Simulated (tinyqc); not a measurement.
Charge needed for a dipole step.

Two sheets of opposite charge dd apart with permittivity ei give the step D = q N dd/(eps0 ei).

Parameters, values chosen for the exercise:
- ei = 4.9 (relative permittivity inside the dipole layer)
- dd = 0.25 nm (thickness of the dipole layer)

Constants: q = 1.602176634e-19 C, eps0 = 8.8541878128e-14 F/cm where lengths are in cm. Results are converted to the units shown.

Results:

| N (cm^-2) | D (V) | field (MV/cm) | moment (debye/nm^2, 1 D = 3.33564e-30 C m) |
|---|---|---|---|
| 1e12 | 0.0092322 | 0.36929 | 0.12008 |
| 2.7e12 | 0.024927 | 0.99708 | 0.32422 |
| 6.8e12 | 0.062779 | 2.5112 | 0.81655 |
| 4.5e13 | 0.41545 | 16.618 | 5.4036 |
| 1.1e14 | 1.0155 | 40.622 | 13.209 |
| 2.9e14 | 2.6773 | 107.09 | 34.823 |

Estimate the missing row, N = 1.7e13 cm^-2.

Computed row:

| N (cm^-2) | D (V) | field (MV/cm) | moment (debye/nm^2, 1 D = 3.33564e-30 C m) |
|---|---|---|---|
| 1.7e13 | 0.15695 | 6.2779 | 2.0414 |

With this row back in the table: D is proportional to N, 0.1 V for 1.08e13 cm^-2. The same sheet as an uncompensated charge under 1 nm of a dielectric of permittivity 3.9 would shift the flat band by 0.503 V, and that shift would grow with thickness, which a dipole step does not. For N = 1.1e14, 2.9e14 the field exceeds 20 MV/cm; it acts over one bond length, where the sheet picture is only a bookkeeping device.

Computed by the program tinyqc: `OMP_NUM_THREADS=1 python tinyqc.py 2410129 2410130 out.jsonl`, one thread of a shared Intel Xeon 2.30GHz, about 0.01 s for the whole run.
